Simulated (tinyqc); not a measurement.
## Peak shift with the field

The DLTS signal is S = C(t2) - C(t1), the change of the capacitance transient between two sampling times. Emission rate en = sn vth(T) Nc(T) exp(-Et/kB T) = sn g T^2 exp(-Et/kB T), g = vth Nc/(300 K)^2, as vth goes as T^0.5 and Nc as T^1.5 (degeneracy factor 1). For an exponential transient S peaks where en = ew = ln(t2/t1)/(t2 - t1). A Coulomb centre of charge +q (when empty) in the field F lowers its barrier by dE = sqrt(q F/(pi eps0 eps_r)) along the field. One-dimensional rate: en exp(b), b = dE/kB T; three-dimensional (Hartke): en {[1 + (b - 1) exp(b)]/b^2 + 1/2}. The peak temperatures solve rate = ew.

Parameters, values chosen for the exercise; material values close to those of 4H silicon carbide:
- eps_r = 9.66 (relative permittivity)
- Nc = 1.69e19 cm^-3 (conduction-band density of states at 300 K)
- vth = 1.9e7 cm/s (thermal velocity at 300 K)
- Et = 0.26 eV (depth of the trap below the conduction edge)
- sn = 7.3e-14 cm^2 (capture cross-section)
- t1 = 1 ms (first sampling time)
- t2 = 2 ms (second sampling time)

Constants: q = 1.602176634e-19 C, kB = 1.380649e-23 J/K, eps0 = 8.8541878128e-14 F/cm where lengths are in cm. Results are converted to the units shown.

Peak shift with the field:

| F (kV/cm) | dE (meV) | T peak, one-dimensional (K) | T peak, three-dimensional (K) |
|---|---|---|---|
| 1.9 | 10.64 | 128.3 | 131.4 |
| 4.4 | 16.20 | 125.7 | 130.0 |
| 10 | 24.42 | 121.8 | 127.7 |
| 23 | 37.03 | 115.8 | 123.4 |
| 54 | 56.74 | 106.4 | 115.5 |
| 120 | 84.59 | 92.95 | 103.1 |
| 280 | 129.2 | 71.04 | 81.32 |

dE grows as the square root of F, from 10.6 to 129 meV. The peak, at 133.4 K without field, moves down by 62.3 K (one-dimensional) or 52.0 K (three-dimensional) in the last row. A centre that is neutral when empty has no such long-range lowering, so the shift tells the charge state.

Program tinyqc, `OMP_NUM_THREADS=1 python tinyqc.py 2050129 2050130 out.jsonl`; Intel Xeon 2.30GHz, shared host, one thread, about 0.01 s.
